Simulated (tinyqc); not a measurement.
Chemical trend: level against potential: deep trap from a strong local potential in a two-band host (Koster-Slater model with semi-elliptic bands). Computed by tinyqc, a small Python program. Command: `OMP_NUM_THREADS=1 python tinyqc.py 3005390 3005391 out.jsonl deeptrap walk`. One thread of a shared host (Intel(R) Xeon(R) Processor @ 2.30GHz), about 0.02 s of CPU time with the checks.

The valence band spans -2 W_v to 0 and the conduction band E_g to E_g + 2 W_c. The orbital at the impurity site has weight f_v in the valence band and 1 - f_v in the conduction band, each spread as a semi-ellipse (2/(pi W^2)) sqrt(W^2 - x^2) about the band centre. The impurity adds U to this orbital. Spin is left out.

Inputs (values chosen for the exercise, with a gap close to that of GaN):
```
quantity,value,unit
gap E_g,3.37,eV
half-width of the valence band W_v,3.8,eV
half-width of the conduction band W_c,4.2,eV
valence weight f_v of the site orbital,0.62,-
```

Impurity: repulsive, acceptor-like.

Method:
- In the gap G(E) = f_v (2/W_v^2)[x - sqrt(x^2 - W_v^2)] - (1 - f_v)(2/W_c^2)[y - sqrt(y^2 - W_c^2)], x = E + W_v, y = E_g + W_c - E.
- G falls across the gap from G(0) to G(E_g). A repulsive U binds if U > 1/G(0), an attractive one if U < 1/G(E_g); the vacancy level (U infinite) solves G(E) = 0 (bisection).
- The trap level solves G(E) = 1/U (bisection). With D = -dG/dE = D_v + D_c, D_v = f_v (2/W_v^2)[x/sqrt(x^2 - W_v^2) - 1] and D_c = (1 - f_v)(2/W_c^2)[y/sqrt(y^2 - W_c^2) - 1], the weight on the impurity orbital is 1/(U^2 D) and the conduction-band character is D_c/D.
- U is 1.05, 1.2, 1.5, 2, 3, 5, 10 and 30 times the threshold, rounded to three digits; the largest values are formal and only show the vacancy limit.

repulsive threshold = 3.68306 eV

vacancy level = 2.72732 eV

Trend:
```
U (eV),E_t (eV),weight on the impurity,conduction character,E_t - vacancy level (eV)
3.87,0.0032,0.03302,0.00431,-2.7241
4.42,0.0417,0.10091,0.01741,-2.6856
5.52,0.1924,0.16131,0.04581,-2.5349
7.37,0.5110,0.17289,0.09879,-2.2163
11.00,1.0612,0.12689,0.20439,-1.6661
18.40,1.7055,0.05741,0.36246,-1.0218
36.80,2.2416,0.01433,0.52276,-0.4857
110.00,2.5763,0.00143,0.63447,-0.1510
```

dE_t/dU equals the weight on the impurity, which peaks at 0.173 (U = 7.37 eV) and falls to 0.0014 in the last row, so beyond the peak each further eV of potential moves the level less. The level nears the vacancy level, 2.727 eV, as 1/U: it is 0.486 eV away at 10 times the threshold and 0.151 eV at 30 times, and the state is then host-like.

Extremes, crossings and ranges named in words are read from the listed rows.
